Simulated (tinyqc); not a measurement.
Donor level screened by free carriers (Yukawa potential): one step. Units and screening length. Three cases, with inputs chosen for the exercise.

Question. Give Ry* = Ry m/eps^2, a* = a0 eps/m, EF, the three values of ks, and x = ks a*.

Screening wave number: Debye ks^2 = 4 pi q n/(eps kB T); Thomas-Fermi ks^2 = 6 pi q n/(eps EF) with EF = c (3 pi^2 n/gv)^(2/3)/m, c = hbar^2/2m0; the two are joined by 1/ks^2 = sqrt(1/ks_D^4 + 1/ks_TF^4). 1e18/cm^3 = 1e-6/angstrom^3, q = e^2/(4 pi eps0).

Constants: e^2/(4 pi eps0) = 14.39964547 eV angstrom; kB = 8.617333262e-05 eV/K; hbar^2/2m0 = 3.80998211 eV angstrom^2; Ry = 13.60569312 eV; a0 (Bohr radius) = 0.5291772105 angstrom.

Give: Ry*; a*; EF; ks: Debye, Thomas-Fermi, joined; x.

Case 1.

Values chosen (near those of a donor in Si, with one mean mass; the results hold for these values, not for the real material): m = 0.299 m0 (mass); eps = 11.4 (dielectric constant); gv = 6 (valleys); T = 400 K (temperature); n = 0.41 x 1e18/cm^3 (free-carrier density).

Answer.

Ry* = 31.303 meV
a* = 20.18 angstrom
EF = 2.04 meV

ks: Debye, Thomas-Fermi, joined (1/angstrom): [0.01374, 0.06920, 0.01374]

x = 0.2771

EF/kB T = 0.06, so the Debye value, the smaller one, controls the screening.

Case 2.

Values chosen (near those of a donor in Si, with one mean mass; the results hold for these values, not for the real material): m = 0.3 m0 (mass); eps = 11.8 (dielectric constant); gv = 6 (valleys); T = 400 K (temperature); n = 0.94 x 1e18/cm^3 (free-carrier density).

Answer.

Ry* = 29.314 meV
a* = 20.81 angstrom
EF = 3.53 meV

ks: Debye, Thomas-Fermi, joined (1/angstrom): [0.02045, 0.07824, 0.02043]

x = 0.4252

EF/kB T = 0.10, so the Debye value, the smaller one, controls the screening.

Case 3.

Values chosen (near those of a donor in GaAs, with one mean mass; the results hold for these values, not for the real material): m = 0.07 m0 (mass); eps = 13.1 (dielectric constant); gv = 1 (valleys); T = 200 K (temperature); n = 0.051 x 1e18/cm^3 (free-carrier density).

Answer.

Ry* = 5.550 meV
a* = 99.03 angstrom
EF = 7.16 meV

ks: Debye, Thomas-Fermi, joined (1/angstrom): [0.00639, 0.01215, 0.00628]

x = 0.6215

EF/kB T = 0.42, so the Debye value, the smaller one, controls the screening.

Computed by tinyqc, one run a case: `OMP_NUM_THREADS=1 python tinyqc.py N N+1 out.jsonl` with N = 1281403, 1281509, 1281558; one thread of a shared Intel(R) Xeon(R) Processor @ 2.30GHz, about 0.02 s a run at most.
